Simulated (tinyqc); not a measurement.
CMOS latch-up, two-transistor model: one step of the calculation.

A parasitic pnp (emitter at Vdd, base shunted by Rw) and npn (emitter at ground, base shunted by Rs) feed each other: the npn collector current flows out of the pnp base node, the pnp collector current into the npn base node. Forward-active transistors with constant gains: Icn = Isn exp(Vn/Vt), Icp = Isp (exp(Vp/Vt) - 1). A current Ii is injected into the npn base node.

Question. The off branch. Node equations: Vp/Rw + Icp/bp = Icn and Vn/Rs + Icn/bn = Icp + Ii. Loop gain G = gn gp/[(1/Rw + gp/bp)(1/Rs + gn/bn)], gn = Icn/Vt, gp = (Icp + Isp)/Vt; the off state ends where G = 1, and Ii there is the trigger current. For each Vn: Icn, then Vp from the first equation, then Ii from the second.

Inputs (values chosen for the exercise); values close to those of bulk CMOS: temperature T = 273 K; current gain of the npn bn = 20.7; current gain of the pnp bp = 3.7; saturation current of the npn at T Isn = 7.4e-18 A; saturation current of the pnp at T Isp = 1.3e-17 A; substrate resistance shunting the npn Rs = 1000 ohm; well resistance shunting the pnp Rw = 2500 ohm; current injected into the substrate Ii = 0.529 mA.

Constants: q = 1.602176634e-19 C, kB = 1.380649e-23 J/K, Vt = kB T/q. Results are converted to the units shown.

| point | Vn (V) |
|---|---|
| 0 | 0.532 |
| 1 | 0.612 |
| 2 | 0.662 |
| 3 | 0.692 |
| 4 | 0.712 |
| 5 | 0.732 |
| 6 | 0.747 |
| 7 | 0.762 |

Wanted: Icn; Vp; Icp; Ii; G.

Answer.

| point | Icn (mA) | Vp (V) | Icp (mA) | Ii (mA) | G |
|---|---|---|---|---|---|
| 0 | 4.9016e-5 | 1.2254e-4 | 6.7892e-17 | 0.53200 | 2.8931e-15 |
| 1 | 0.0014696 | 0.0036740 | 2.1973e-15 | 0.61207 | 1.0058e-13 |
| 2 | 0.012309 | 0.030773 | 3.5088e-14 | 0.66259 | 2.6079e-12 |
| 3 | 0.044061 | 0.11015 | 1.3912e-12 | 0.69413 | 2.5630e-10 |
| 4 | 0.10310 | 0.25776 | 7.4524e-10 | 0.71698 | 2.8644e-7 |
| 5 | 0.24126 | 0.60201 | 0.0016882 | 0.74197 | 1.1734 |
| 6 | 0.45645 | 0.73993 | 0.59377 | 0.17528 | 35.003 |
| 7 | 0.86358 | 0.76916 | 2.0569 | -1.2532 | 48.159 |

Ii peaks at 0.7420 mA, at Vn = 0.7318 V where G = 1; beyond it the loop feeds itself.

Numbers from tinyqc (`OMP_NUM_THREADS=1 python tinyqc.py 2670133 2670134 out.jsonl`; about 0.07 s on one thread of a shared Intel Xeon 2.30GHz).
